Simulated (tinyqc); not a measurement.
# Area and perimeter leakage from two diodes

Inverse problem. A square diode and a finger diode leak I = JA area + JP perimeter. Find JA, JP and the side of the square at which both parts are equal.

areas (um^2): 90000  55000
perimeters (um): 1200  22550
leakage currents (pA): 67.521600  41.655900

Answer. Two linear equations give JA and JP; for a square of side a, JA a^2 = 4 JP a at a = 4 JP/JA.

JA = 7.50e-8 A/cm^2
JP = 1.80e-13 A/cm
side for equal parts = 0.0960 um

Program tinyqc, `OMP_NUM_THREADS=1 python tinyqc.py 2290048 2290049 out.jsonl`; Intel Xeon 2.30GHz, shared host, one thread, about 0.01 s.
